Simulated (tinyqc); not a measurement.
Phonon transmission through an interface between two chains by Green functions: one step, computed by the program tinyqc. Command: `OMP_NUM_THREADS=1 python tinyqc.py 3023534 3023535 out.jsonl agf walk`. One thread of a shared host (Intel(R) Xeon(R) Processor @ 2.30GHz), about 0.01 s of CPU time with the checks.

Two semi-infinite chains (masses m_1, m_2; springs k_1, k_2), motion along the chain. The central region holds the end atom of each chain and one interlayer atom of mass m_b, joined by springs k_b. lambda = omega^2 in eV/(angstrom^2 u); nu = 15.6333042 THz x sqrt(lambda).

Question. Transmission at the probe frequency. A = lambda M - K - Sigma over the central atoms, with K_ii the sum of the springs at i, K_(i,i+1) = -k_b; G = inverse of A; transmission = Gamma_1 Gamma_2 |G_(first,last)|^2.

Atoms in the interlayer: one.

A (complex symmetric) (eV/angstrom^2):
```
                     end of 1    layer 1             end of 2
end of 1  -2.395000+3.767211i   4.570000             0.000000
layer 1              4.570000  -5.077603             4.570000
end of 2             0.000000   4.570000  -3.629298+3.448162i
```

Gamma_1 = 7.534421 eV/angstrom^2

Gamma_2 = 6.896323 eV/angstrom^2

Give: G_(first,last); transmission.

Answer.

G_(first,last) = 0.1321+0.0352i angstrom^2/eV

transmission = 0.9708
